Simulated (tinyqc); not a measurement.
Closable height against the size of the gap: wafer bonding and layer transfer: bond energy, gap closing, particles, bonding of dissimilar wafers and hydrogen blisters. Computed by tinyqc, a small Python program. Command: `OMP_NUM_THREADS=1 python tinyqc.py 3022874 3022875 out.jsonl bond walk`. One thread of a shared host (Intel(R) Xeon(R) Processor @ 2.30GHz), about 0.01 s of CPU time with the checks.

gamma is the energy per area of each of the two surfaces; plates are isotropic.

Inputs (values chosen for the exercise, for model wafers):
```
quantity,value,unit
Young's modulus E1,145,GPa
Young's modulus E2,100,GPa
Poisson ratio nu,0.26,-
thickness t1,525,micrometre
thickness t2,625,micrometre
blade thickness t_b,50,micrometre
crack length L,9.6,mm
```

Pair: two different wafers.

Method. Two cantilevers opened by t_b: gamma = 3 t_b^2 E1 t1^3 E2 t2^3/(16 L^4 (E1 t1^3 + E2 t2^3)). E' = E1/(1 - nu^2), equal wafers of thickness t1 assumed. A gap of radius R closes if h_g < h_c: h_c = R^2/sqrt((2/3) E' t1^3/gamma) for R > 2 t1 (plate bending), h_c = 3.6 sqrt(R gamma/E') for R < 2 t1 (local deformation).

bond energy gamma = 0.622766 J/m^2

Gap closing:
```
R (mm),regime,h_c (nm),slope h_c/R
1.00e-04,local,2.2781e+00,0.022781
1.00e-03,local,7.2041e+00,0.007204
1.00e-02,local,2.2781e+01,0.002278
1.00e-01,local,7.2041e+01,0.000720
5.00e-01,local,1.6109e+02,0.000322
2.00e+00,plate,8.1498e+02,0.000407
5.00e+00,plate,5.0936e+03,0.001019
2.00e+01,plate,8.1498e+04,0.004075
5.00e+01,plate,5.0936e+05,0.010187
```

What follows from these numbers?

Roughness of 100 nm scale may be 2.3 nm in half height, waviness of radius 5 cm as much as 510 micrometre: h_c goes as R^(1/2) when the wafer deforms locally and as R^2 when it bends. The allowed slope is least near R = 2 t1, so defects about 4 t1 wide are the hardest to close; bow matters little.

Extremes, crossings and ranges named in words are read from the listed rows.
